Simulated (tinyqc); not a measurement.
# Worked calculation: fully depleted semiconductor-on-insulator film with two gates, non-linear Poisson equation by Newton steps

Program tinyqc, `OMP_NUM_THREADS=1 python tinyqc.py 2190031 2190032 out.jsonl`; Intel Xeon 2.30GHz, shared host, one thread, about 0.3 s. Printed values are rounded.

One dimension across the film, front interface at x = 0, back interface at x = ts. psi is counted from the intrinsic level, n = ni exp(psi/Vt) (source grounded), holes neglected, acceptors ionised. Gates act through Cox = eps0 eox/tox and Cbox = 3.9 eps0/tb with potentials G1 = Vg - (phiM - chi - Vt ln(Nc/ni)) and G2 = Vb - (phiB - chi - Vt ln(Nc/ni)). Classical Boltzmann densities, no interface charge, no depletion in the back plane.

Inputs (values chosen for the exercise); band and dielectric values close to those of germanium:
- T = 300 K (temperature)
- Eg = 0.651 eV (band gap)
- eps_r = 16 (relative permittivity)
- Nc = 1.05e19 cm^-3 (conduction-band density of states at T)
- Nv = 6.08e18 cm^-3 (valence-band density of states at T)
- chi = 4.06 eV (electron affinity)
- eox = 3.9 (relative permittivity of the gate insulator (close to silicon dioxide))
- tox = 2.4 nm (insulator thickness)
- ts = 17 nm (film thickness)
- tb = 37 nm (buried-oxide thickness (eps_r 3.9))
- Na = 2.4e16 cm^-3 (acceptor density of the film)
- phiM = 4.33 eV (work function of the front gate)
- phiB = 4.66 eV (work function of the back plane)
- Vb = 0.9 V (back-gate voltage)
- Vg = 0.69 V (front-gate voltage)

Constants: q = 1.602176634e-19 C, kB = 1.380649e-23 J/K, Vt = kB T/q, eps0 = 8.8541878128e-14 F/cm where lengths are in cm. Results are converted to the units shown.

Range of the model: In so thin a film or at such density quantum confinement moves the charge away from the interfaces and raises the threshold.

## Capacitances and gate potentials

ni = sqrt(Nc Nv) exp(-Eg/(2 Vt)), Eg in volts; Cox, Cbox, G1, G2 as defined; Cs = eps0 eps_r/ts; a = eps0 eps_r/h with h = ts/9; coupling ratio of a depleted film Cs Cbox/(Cox (Cs + Cbox)).

ni = 2.71886e13 cm^-3
Cox = 1.43881 uF/cm^2
Cbox = 0.0933279 uF/cm^2
Cs = 0.833335 uF/cm^2
a = 7.50002 uF/cm^2
G1 = 0.752562 V
G2 = 0.632562 V
coupling ratio = 0.0583321

## Iteration 1: density, residual and Jacobian diagonal

psi at the start, node 0 to 9 (V): [0.2, 0.2, 0.2, 0.2, 0.2, 0.2, 0.2, 0.2, 0.2, 0.2]

Nodes 0 to 9, h = ts/9, box widths w = h (h/2 at both ends), a = eps0 eps_r/h. F_i = a (psi_(i+1) - 2 psi_i + psi_(i-1)) - q w_i (n_i + Na); F_0 = a (psi_1 - psi_0) + Cox (G1 - psi_0) - q w_0 (n_0 + Na); F_9 = a (psi_8 - psi_9) + Cbox (G2 - psi_9) - q w_9 (n_9 + Na). Diagonal b_i = -2 a - q w_i n_i/Vt, with -a - Cox and -a - Cbox in place of -2 a at the ends.

n, node 0 to 9 (cm^-3): [6.22643e16, 6.22643e16, 6.22643e16, 6.22643e16, 6.22643e16, 6.22643e16, 6.22643e16, 6.22643e16, 6.22643e16, 6.22643e16]
residual F, node 0 to 9 (C/cm^2): [7.93724e-7, -2.61065e-9, -2.61065e-9, -2.61065e-9, -2.61065e-9, -2.61065e-9, -2.61065e-9, -2.61065e-9, -2.61065e-9, 3.90648e-8]
diagonal b, node 0 to 9 (F/cm^2): [-8.97527e-6, -1.50729e-5, -1.50729e-5, -1.50729e-5, -1.50729e-5, -1.50729e-5, -1.50729e-5, -1.50729e-5, -1.50729e-5, -7.62979e-6]

## Iteration 1: Newton step

Solve a d_(i-1) + b_i d_i + a d_(i+1) = -F_i for all nodes. Half of the step is added while the largest |d| exceeds 1.5 Vt, the full step after that.

Newton step d, before damping, node 0 to 9 (V): [0.400116, 0.372989, 0.349835, 0.330429, 0.314583, 0.302141, 0.292984, 0.287023, 0.284199, 0.284485]
psi after iteration 1, node 0 to 9 (V): [0.400058, 0.386495, 0.374918, 0.365215, 0.357291, 0.351071, 0.346492, 0.343512, 0.342100, 0.342243]

## Iteration 2: density, residual and Jacobian diagonal

As before.

n, node 0 to 9 (cm^-3): [1.42912e20, 8.45691e19, 5.40414e19, 3.71299e19, 2.73286e19, 2.14840e19, 1.79970e19, 1.60371e19, 1.51847e19, 1.52690e19]
residual F, node 0 to 9 (C/cm^2): [-1.75740e-6, -2.54517e-6, -1.62215e-6, -1.11105e-6, -8.15011e-7, -6.38587e-7, -5.33393e-7, -4.74298e-7, -4.48604e-7, -2.05387e-7]
diagonal b, node 0 to 9 (F/cm^2): [-9.25879e-5, -1.14000e-4, -7.82630e-5, -5.84657e-5, -4.69919e-5, -4.01500e-5, -3.60680e-5, -3.37737e-5, -3.27759e-5, -1.65306e-5]

## Iteration 2: Newton step

As before.

Newton step d, before damping, node 0 to 9 (V): [-0.0210380, -0.0253950, -0.0256096, -0.0255567, -0.0254750, -0.0253909, -0.0253058, -0.0251872, -0.0248763, -0.0237112]
psi after iteration 2, node 0 to 9 (V): [0.379020, 0.361100, 0.349308, 0.339658, 0.331816, 0.325680, 0.321186, 0.318324, 0.317223, 0.318532]

## Iteration 3: density, residual and Jacobian diagonal

As before.

n, node 0 to 9 (cm^-3): [6.33353e19, 3.16661e19, 2.00680e19, 1.38163e19, 1.02013e19, 8.04576e18, 6.76211e18, 6.05343e18, 5.80101e18, 6.10212e18]
residual F, node 0 to 9 (C/cm^2): [-5.55681e-7, -9.13081e-7, -5.91990e-7, -4.05289e-7, -2.96664e-7, -2.31894e-7, -1.93136e-7, -1.70716e-7, -1.58214e-7, -7.32023e-8]
diagonal b, node 0 to 9 (F/cm^2): [-4.60102e-5, -5.20696e-5, -3.84924e-5, -3.11739e-5, -2.69421e-5, -2.44187e-5, -2.29160e-5, -2.20864e-5, -2.17909e-5, -1.11650e-5]

## Iteration 3: Newton step

As before.

Newton step d, before damping, node 0 to 9 (V): [-0.0158911, -0.0233962, -0.0247954, -0.0249299, -0.0247873, -0.0245577, -0.0242491, -0.0237832, -0.0230266, -0.0220243]
psi after iteration 3, node 0 to 9 (V): [0.363129, 0.337703, 0.324513, 0.314728, 0.307029, 0.301122, 0.296937, 0.294541, 0.294197, 0.296507]

## Course of the Newton iteration

Stop when the largest undamped |d| is below 1e-9 V, or after 80 iterations.

Course of the iteration:
```
iteration  largest |F| (C/cm^2)  largest |d| (V)
1                       7.94e-7            0.400
2                       2.55e-6           0.0256
3                       9.13e-7           0.0249
4                       2.97e-7           0.0223
5                       7.24e-8           0.0148
6                       9.85e-9          4.92e-3
7                      4.42e-10          4.16e-4
8                      2.14e-12          2.40e-6
9                      6.94e-17         7.20e-11
```

Converged in 9 iterations.

## Electron sheet density, centroid and oxide fields

converged psi, node 0 to 9 (V): [0.348177, 0.309404, 0.288026, 0.274311, 0.265143, 0.259194, 0.255823, 0.254725, 0.255811, 0.259170]

n_i = ni exp(psi_i/Vt); N_inv = sum w_i n_i with w = ts/9, halved at the ends; centroid sum w n x/N_inv; fields (G1 - psi_0)/tox and (G2 - psi_9)/tb.

n, node 0 to 9 (cm^-3): [1.92092e19, 4.28694e18, 1.87504e18, 1.10307e18, 7.73736e17, 6.14696e17, 5.39539e17, 5.17113e17, 5.39298e17, 6.14125e17]
N_inv = 3.80821e12 cm^-2
centroid = 2.94651 nm
field in the front oxide = 1.68494 MV/cm
field in the buried oxide = 0.100917 MV/cm

The centroid lies at 0.17 of the film, near the front interface. A 400-interval mesh gives N_inv = 3.721e12 cm^-2; this mesh is 2.3 % above it.
